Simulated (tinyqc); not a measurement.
Ewald sum of point charges, rock salt, strained along z by a factor 0.89, lattice, step by step. Computed by tinyqc, a small Python program that keeps every step. Command: `OMP_NUM_THREADS=1 python tinyqc.py 28238 28239 out.jsonl` (the two numbers bound the seeds that draw the settings). One thread of a shared host (Intel(R) Xeon(R) Processor @ 2.60GHz), about 0.06 s of CPU time with the checks.

## Ewald sum with eta = 0.407 1/bohr

cell vectors (rows) (bohr):
```
,1,2,3
1,0.000000,4.190000,3.729000
2,4.190000,0.000000,3.729000
3,4.190000,4.190000,0.000000
```

Charges:
```
q,f1,f2,f3
1.000000,0.000000,0.000000,0.000000
-1.000000,0.500000,0.500000,0.500000
```

Real space: 1/2 sum q_i q_j erfc(eta r)/r over all images with r > 0; reciprocal space: (2 pi/V) sum_(G != 0) exp(-G^2/4 eta^2)/G^2 |S(G)|^2 with S(G) = sum q exp(i G.r); self term -eta/sqrt(pi) sum q^2; background -pi Q^2/(2 V eta^2), Q the total charge.

Real-space shells (first ones):
```
r (bohr),pairs,sum (hartree)
3.729000,4,-0.017079
4.190000,8,-0.015158
5.609059,16,0.001775
5.925555,8,0.000437
7.001260,16,-0.000064
7.458000,4,4.73e-06
8.380000,8,6.74e-07
8.554406,16,-7.94e-07
9.172232,16,-1.13e-07
9.369125,16,-5.93e-08
9.525438,16,3.52e-08
10.083945,32,1.03e-08
```

Reciprocal shells (first ones that count):
```
G^2 (1/bohr^2),vectors,sum (hartree)
1.834116,8,0.052564
6.331518,16,0.000034
7.512241,8,2.44e-06
10.828920,8,1.13e-08
12.009643,16,3.44e-09
```

## The total does not depend on eta

The same sums for other eta.

Totals (hartree per cell):
```
eta,real,reciprocal,self,background,total
0.407000,-0.030085,0.052601,-0.459250,0.000000,-0.43673364
0.576000,-0.001884,0.215097,-0.649946,0.000000,-0.43673364
0.742000,-0.000059,0.400583,-0.837257,0.000000,-0.43673364
```

shortest distance = 3.729000 bohr

Madelung constant -E d / (formula units |q+ q-|) = 1.628580
